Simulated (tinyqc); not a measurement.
Geometry optimisation on the PBE/sto-3g surface (energies and gradients from PySCF), for H3+, spin multiplicity 1, step by step. Computed by tinyqc, a small Python program that keeps every step (integrals from PySCF). Settings: charge = 1, multiplicity = 1, basis = sto-3g, functional = pbe,pbe, optimiser = sd, first Hessian = 0.6, largest step = 0.1, iteration cap = 30. Command: `OMP_NUM_THREADS=1 python tinyqc.py 30735 30736 out.jsonl` (the two numbers bound the seeds that draw the settings). One thread of a shared host (Intel(R) Xeon(R) Processor @ 2.60GHz), about 4 s of CPU time with the checks.

## Step 1: energy and gradient

positions at the start (bohr):
```
            x          y          z
1H  -0.003779  -0.052912  -0.049133
2H   0.000000  -0.060471   1.765004
3H   0.018897   1.696974   0.833369
```

Self-consistent energy and analytic gradient at these positions.

energy = -1.28850868 hartree

gradient (hartree/bohr):
```
              x            y            z
1H  -0.00006975  -0.00654502   0.00376889
2H  -0.00010504  -0.00837127  -0.00260159
3H   0.00017478   0.01491634  -0.00116731
```

## Step 1: move

Steepest descent, p = -g / 0.6; steps longer than 0.1 bohr are cut back.

positions after step 1 (bohr):
```
            x          y          z
1H  -0.003663  -0.042004  -0.055414
2H   0.000175  -0.046519   1.769340
3H   0.018606   1.672113   0.835315
```

## Step 2: energy and gradient

As before.

energy = -1.28901117 hartree

gradient (hartree/bohr):
```
              x            y            z
1H  -0.00003773  -0.00396274   0.00439743
2H  -0.00007463  -0.00567761  -0.00335408
3H   0.00011234   0.00964040  -0.00104337
```

## Step 2: move

As before.

positions after step 2 (bohr):
```
            x          y          z
1H  -0.003600  -0.035399  -0.062743
2H   0.000299  -0.037056   1.774930
3H   0.018419   1.656046   0.837054
```

## Convergence

Stop when the largest gradient component is below 3e-5 hartree/bohr.

Course of the optimisation:
```
step  E (hartree)  largest gradient (hartree/bohr)
1     -1.28850868                         1.49e-02
2     -1.28901117                         9.64e-03
3     -1.28925741                         6.44e-03
4     -1.28938488                         4.44e-03
5     -1.28945279                         3.13e-03
6     -1.28948960                         2.25e-03
7     -1.28950979                         1.64e-03
8     -1.28952094                         1.20e-03
9     -1.28952714                         8.89e-04
10    -1.28953060                         6.60e-04
11    -1.28953254                         4.92e-04
12    -1.28953363                         3.67e-04
13    -1.28953424                         2.75e-04
14    -1.28953459                         2.06e-04
15    -1.28953478                         1.54e-04
16    -1.28953489                         1.16e-04
17    -1.28953495                         8.68e-05
18    -1.28953499                         6.52e-05
19    -1.28953501                         4.90e-05
20    -1.28953502                         3.68e-05
21    -1.28953502                         2.77e-05
```

Final distances (angstrom):
```
pair   distance
2H-1H  0.999433
3H-1H  0.999652
3H-2H  0.999726
```

Converged in 21 steps.
